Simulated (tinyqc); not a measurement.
Worked calculation: lateral field, substrate current, probability of reaching the oxide barrier and hot-carrier lifetime of a silicon transistor (pseudo-two-dimensional and lucky-electron models). Computed by tinyqc, a small Python program that keeps every step. Command: `OMP_NUM_THREADS=1 python tinyqc.py 3000415 3000416 out.jsonl hotcar walk`. One thread of a shared host (Intel(R) Xeon(R) Processor @ 2.30GHz), about 0.01 s of CPU time with the checks. Intermediate numbers are printed to about 6 digits and carried at full precision; extremes and crossings named in words are read from the listed rows.

Local-field models: a lucky carrier gains its energy at the peak field over a path free of collisions. Voltages are magnitudes.

Inputs (values chosen for the exercise, modelled on a silicon n-channel):
```
quantity                                value                      unit
channel length L                          300                        nm
oxide thickness t                         5.8                        nm
junction depth x_j                         62                        nm
mobility mu                               400                cm^2/(V s)
saturation velocity v_s                   0.8                  1e7 cm/s
threshold voltage V_T                    0.74                         V
gate voltage V_G                          1.6                         V
drain voltage V_D                         2.6                         V
ionisation prefactor A_i              2.2e+06                      1/cm
ionisation field B_i                     1.67                     MV/cm
hot-carrier mean free path lambda         7.7                        nm
oxide barrier phi_b                       3.1                        eV
interface-trap threshold phi_it           3.6                        eV
lifetime constant H                        70  s microampere/micrometre
length of the depleted extension L_n       19                        nm
```

Drain: lightly doped extension.

Constants: eps_0 = 8.8541878128e-12 F/m.

## Saturation point and current

C_ox = 3.9 eps_0/t; F_sat = 2 v_s/mu; V_Dsat = V_ov F_sat L/(V_ov + F_sat L), V_ov = V_G - V_T; I_D/W = C_ox v_s (V_ov - V_Dsat).

F_sat = 40 kV/cm

V_Dsat = 0.500971 V

drain current I_D/W = 171.004 microampere/micrometre

## Peak lateral field

Scale length l = 0.22 t^(1/3) x_j^(1/2) (all in cm); F_m = sqrt(((V_D - V_Dsat)/l_e)^2 + F_sat^2), with l_e = l + L_n; length of the velocity-saturated region l_e ln((V_D - V_Dsat)/(l_e F_sat) + F_m/F_sat).

scale length l = 45.6837 nm

peak field F_m = 326.963 kV/cm

velocity-saturated length = 180.490 nm

energy gained over one free path, e lambda F_m = 0.251761 eV

The field rises from F_sat to F_m as cosh(x/l_e), a factor 8.2, over 60 % of L. Caution: the empirical formula for l was fitted to oxides of about 15 nm or more; for thinner ones it is an extrapolation. Caution: the saturated region fills most of the channel, so the split into two regions is rough. Caution: e V_D is below phi_b or phi_it, so the available energy, not the field, limits hot carriers, and the lucky-electron formulas overstate them.

## Hot-carrier currents and lifetime

Substrate current I_sub/I_D = (A_i/B_i)(V_D - V_Dsat) exp(-B_i/F_m); probability of reaching the oxide barrier exp(-phi_b/(e lambda F_m)); lifetime tau = (H/(I_D/W)) exp(phi_it/(e lambda F_m)).

I_sub/I_D = 0.0167307

substrate current I_sub/W = 2.86101 microampere/micrometre

probability of reaching phi_b = 4.49182e-06

lifetime tau = 664023 s

exponent m = phi_it/(e lambda B_i) = 2.79960

Since both exponentials depend on 1/F_m, tau I_D scales about as (I_sub/I_D)^(-m) with m = 2.80, which lets I_sub serve as the monitor. The lifetime is 0.00210 times ten years (3.156e8 s).

## Substrate current against gate voltage

The formulas are those given above.

At the given drain voltage:
```
V_G (V)  V_Dsat (V)  I_D/W (microampere/micrometre)  F_m (kV/cm)  I_sub/W (microampere/micrometre)      tau (s)
0.85       0.100763                           4.399      388.443                           0.19669  2.68474e+06
0.95       0.178723                          14.897      376.457                           0.56269  1.16314e+06
1.10       0.276923                          39.569      361.365                           1.19149  7.35578e+05
1.30       0.381818                          84.867      345.252                           1.96672  6.27291e+05
1.60       0.500971                         171.004      326.963                           2.86101  6.64023e+05
1.90       0.589831                         271.568      313.333                           3.48431  7.78835e+05
2.20       0.658647                         381.680      302.784                           3.92796  9.31948e+05
2.50       0.713514                         498.435      294.378                           4.25821  1.10910e+06
2.90       0.771429                         661.369      285.510                           4.59194  1.36890e+06
```

I_sub rises over the whole table: the growing drain current outweighs the fall of F_m. The shortest lifetime among the rows lies at V_G = 1.3 V, below that of the largest I_sub, since tau depends more steeply on the field.

## Extrapolating accelerated tests

V_10 solves tau = 3.156e8 s at the given V_G. The extrapolation fits ln(tau) against 1/V_D at 1, 1.08, 1.16 and 1.25 times the given V_D (rounded to 3 digits) by least squares and reads off the same tau.

Stress points:
```
V_D (V)  1/V_D (1/V)  tau (s)
2.60        0.384615   664023
2.81        0.355872   183968
3.02        0.331126    62899
3.25        0.307692    23372
```

ten-year drain voltage V_10 = 1.95601 V

V_10 from the 1/V_D extrapolation = 1.89899 V

The extrapolation is 57 mV below the true value: ln(tau) is nearly linear in 1/(V_D - V_Dsat), not in 1/V_D, so the straight line errs on the safe side when one extrapolates down. At V_10 the available energy e V_D is below phi_it, so the model understates the lifetime there.

Checks made by the program: voltage drop as the integral of F_sat cosh(x/l_e) over the saturated length (relative difference below 1e-10).
